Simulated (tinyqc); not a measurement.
# MOSFET with velocity saturation and source resistance: what changes with what

Strong inversion, charge Q = Cox (Vg - m V) at channel potential V with Vg the gate overdrive, and drift velocity v = mu E/(1 + mu E/vsat). Integrating along the channel gives I = mu Cox (1/L)(Vg Vd - m Vd^2/2)/(1 + Vd/Vc) per width, Vc = vsat L/mu, which peaks at Vdsat. Units: I in uA/um, Rs in ohm um, so the drop over Rs is 1e-6 I Rs volts.

Inputs (values chosen for the exercise): gate capacitance Cox = 1.06 uF/cm^2; mobility at low gate voltage mu0 = 330 cm^2/(V s); mobility degradation th = 0.4 1/V; saturation velocity vsat = 1.1e7 cm/s; body factor m = 1.19; threshold VT = 0.41 V; channel length L = 1 um; source resistance Rs = 0 ohm um; gate voltage Vgs = 1 V.

Each table varies one quantity; the others keep the values above.

## Effect of the mobility at low gate voltage

Vg = Vgs - I Rs - VT (0 if negative), mu = mu0/(1 + th Vg), Vc = vsat L/mu, x = sqrt(1 + 2 Vg/(m Vc)), Vdsat = 2 Vg/(m (1 + x)), Isat = Cox vsat Vg (x - 1)/(x + 1) per width. I = Isat is solved self-consistently; gm = dI/dVgs; Vdsat is the intrinsic value. The velocity at the source is I/(Cox Vg).

Effect of the mobility at low gate voltage:

| mu0 (cm^2/(V s)) | Vc (V) | Vdsat (V) | Isat (uA/um) | gm (uS/um) | velocity at the source/vsat |
|---|---|---|---|---|---|
| 50 | 27.192 | 0.49136 | 6.1599 | 18.738 | 0.0089541 |
| 81 | 16.785 | 0.48868 | 9.8707 | 29.883 | 0.014348 |
| 130 | 10.458 | 0.48457 | 15.576 | 46.814 | 0.022642 |
| 210 | 6.4743 | 0.47814 | 24.498 | 72.807 | 0.035611 |
| 350 | 3.8846 | 0.46765 | 39.058 | 114.01 | 0.056776 |
| 570 | 2.3853 | 0.45282 | 59.638 | 169.81 | 0.086691 |
| 920 | 1.4778 | 0.43251 | 87.817 | 242.00 | 0.12765 |
| 1500 | 0.90640 | 0.40522 | 125.68 | 332.12 | 0.18269 |

As mu0 goes from 50 to 1500 cm^2/(V s), Isat rises from 6.16 to 126 uA/um, Vdsat falls from 0.491 to 0.405 V and gm rises from 18.7 to 332 uS/um; the velocity at the source goes from 0.0090 to 0.18 of vsat. Isat goes as mu0^(0.98) between the first two rows and as mu0^(0.73) between the last two.

## Effect of the mobility degradation

Same model as above.

Results:

| th (1/V) | Vc (V) | Vdsat (V) | Isat (uA/um) | gm (uS/um) | velocity at the source/vsat |
|---|---|---|---|---|---|
| 0 | 3.333 | 0.4636 | 44.73 | 142.4 | 0.06501 |
| 0.2 | 3.727 | 0.4666 | 40.53 | 123.3 | 0.05891 |
| 0.4 | 4.120 | 0.4691 | 37.05 | 108.4 | 0.05386 |
| 0.8 | 4.907 | 0.4730 | 31.63 | 86.84 | 0.04598 |
| 1 | 5.300 | 0.4746 | 29.48 | 78.81 | 0.04285 |
| 1.2 | 5.693 | 0.4759 | 27.60 | 72.05 | 0.04012 |

Estimate the missing row, th = 0.6 1/V.

Computed row:

| th (1/V) | Vc (V) | Vdsat (V) | Isat (uA/um) | gm (uS/um) | velocity at the source/vsat |
|---|---|---|---|---|---|
| 0.6 | 4.513 | 0.4712 | 34.13 | 96.53 | 0.04961 |

With this row back in the table: As th goes from 0 to 1.2 1/V, Isat falls from 44.7 to 27.6 uA/um, Vdsat rises from 0.464 to 0.476 V and gm falls from 142 to 72.1 uS/um; the velocity at the source goes from 0.065 to 0.040 of vsat.

## Output curve without source resistance

Vg = Vgs - VT (0 if negative), mu = mu0/(1 + th Vg), Vc = vsat L/mu, x = sqrt(1 + 2 Vg/(m Vc)), Vdsat = 2 Vg/(m (1 + x)), Isat = Cox vsat Vg (x - 1)/(x + 1) per width. Below Vdsat the formula of the introduction holds, beyond it I = Isat; constant velocity-field slope (Vc infinite) gives the second column, with saturation at Vg/m.

Output curve without source resistance:

| Vd (V) | I without velocity saturation (uA/um) | I (uA/um) |
|---|---|---|
| 0.1 | 15.01 | 14.66 |
| 0.16 | 22.41 | 21.57 |
| 0.21 | 27.64 | 26.30 |
| 0.27 | 32.81 | 30.79 |
| 0.33 | 36.76 | 34.04 |
| 0.38 | 39.14 | 35.83 |
| 0.44 | 40.87 | 36.93 |
| 0.49 | 41.39 | 37.05 |
| 0.55 | 41.39 | 37.05 |

Read the table: what changes, and by how much?

Velocity saturation lowers the current by 2.4 % in the first row and 10 % in the last, and moves saturation from Vg/m = 0.496 V to 0.469 V.

tinyqc, about 0.01 s, one thread, Intel Xeon 2.30GHz (shared host): `OMP_NUM_THREADS=1 python tinyqc.py 2500109 2500110 out.jsonl`
